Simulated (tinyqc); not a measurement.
Surface potential of a MOS transistor: implicit equation and explicit approximations: two steps of the calculation.

p-type body, charge-sheet picture, depletion and inversion only, full ionisation (an idealisation for deep acceptors), Boltzmann statistics (rough once Na exp(x - xn) passes about Nc/7). In units of Vt: xg = (Vg - Vfb)/Vt, x = psi/Vt, G = gamma/sqrt(Vt), xn = (2 phiF + Vc)/Vt. The implicit equation is (xg - x)^2 = G^2 [x - 1 + exp(x - xn)] for x above about 3. Cox = eps0 eox/tox.

Values chosen for this exercise; band and dielectric values close to those of silicon: temperature T = 300 K; relative permittivity of the gate insulator (close to aluminium oxide) eox = 8.81; insulator thickness tox = 6.3 nm; channel-body voltage Vc = 0.2 V.

Constants: q = 1.602176634e-19 C, kB = 1.380649e-23 J/K, Vt = kB T/q, eps0 = 8.8541878128e-14 F/cm where lengths are in cm. Results are converted to the units shown.

Problem 1. New x. D = exp(x - xn), f = (xg - x)^2 - G^2 (x - 1 + D), f' = -2 (xg - x) - G^2 (1 + D), x(new) = x - f/f'.

x after iteration 1 = 58.820002
G = 2.7418861
xn = 44.592756
xg = 80.844810

Wanted: D; f; f'; x after iteration 2.

Solution 1.

D = 1.509e6
f = -1.135e7
f' = -1.135e7
x after iteration 2 = 57.82

Problem 2. Potential, charges and gate control. psi = Vt x; N_dep = Cox Vt G sqrt(x - 1)/q; N_inv = (Cox Vt G/q) [sqrt(x - 1 + exp(x - xn)) - sqrt(x - 1)]; dpsi/dVg = 1/[1 + G^2 (1 + exp(x - xn))/(2 (xg - x))].

converged x = 49.051743
G = 2.7418861
xn = 44.592756
xg = 80.844810

Give: psi; N_dep; N_inv; dpsi/dVg.

Solution 2.

psi = 1.2681 V
N_dep = 3.7973e12 cm^-2
N_inv = 2.5546e12 cm^-2
dpsi/dVg = 0.088234

psi lies 4.5 Vt above 2 phiF + Vc.

tinyqc, about 0.01 s, one thread, Intel Xeon 2.30GHz (shared host): `OMP_NUM_THREADS=1 python tinyqc.py 2122033 2122034 out.jsonl`
